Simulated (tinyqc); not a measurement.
## Sheet resistance and contact resistivity from two gaps

Question. A circular structure with r0 >> Lt has R = (Rsh/2 pi) [Lt (1/r0 + 1/r1) + ln(r1/r0)], r1 = r0 + sp, Lt = sqrt(rc/Rsh). Find Rsh, Lt and rc.

Inputs (values chosen for the exercise): radius of the inner contact r0 = 1.6 um.

R at sp = 0.32 and 1.4 um (ohm): [304.25595, 421.17822]

Answer. R is linear in Rsh and Rsh Lt, so two gaps give both.

Rsh = 2.20e3 ohm/sq
Lt = 0.599 um
rc = 7.90e-6 ohm cm^2

Program tinyqc, `OMP_NUM_THREADS=1 python tinyqc.py 2760133 2760134 out.jsonl`; Intel Xeon 2.30GHz, shared host, one thread, about 0.01 s.
